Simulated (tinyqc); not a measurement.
Piezoresistors in the (001) plane of a cubic crystal: two steps of the calculation.

Plane stress in crystal axes x = [100], y = [010]. First-order piezoresistance: d rho_xx/rho = p11 sxx + p12 syy, d rho_yy/rho = p12 sxx + p11 syy, d rho_xy/rho = p44 sxy; a resistor along d = (cos th, sin th) changes by dR/R = d.(d rho/rho).d. Changes of geometry and second-order terms are left out.

Parameters, values chosen for the exercise; coefficients close to those of lightly doped n-type silicon:
```
symbol,value,unit,meaning
p11,-107,x 1e-11/Pa,piezoresistive coefficient
p12,56.8,x 1e-11/Pa,piezoresistive coefficient
p44,-13,x 1e-11/Pa,piezoresistive coefficient
th,30,deg,angle of the current from [100]
Sx,126,MPa,stress sxx
Sy,-143,MPa,stress syy
St,-23,MPa,shear stress sxy
Vb,3.3,V,bridge supply
```

Question 1. Change of the resistivity tensor. As in the introduction.

Give: d rho/rho.

Answer 1.

d rho/rho (%):
```
        x      y
x  -21.60   0.30
y    0.30  22.46
```

Question 2. Resistors at th and th + 90 degrees, and the bridge. dR/R = d.(d rho/rho).d. A full bridge with two resistors of each kind in opposite arms gives Vout = Vb (a - b)/(2 + a + b), a and b the two dR/R.

d rho/rho (%):
```
            x          y
x  -21.604400   0.299000
y    0.299000  22.457800
```

Give: dR/R at th; dR/R at th + 90; Vout.

Answer 2.

dR/R at th = -10.33 %
dR/R at th + 90 = 11.18 %
Vout = -353.5 mV

Numbers from tinyqc (`OMP_NUM_THREADS=1 python tinyqc.py 2530074 2530075 out.jsonl`; about 0.01 s on one thread of a shared Intel Xeon 2.30GHz).
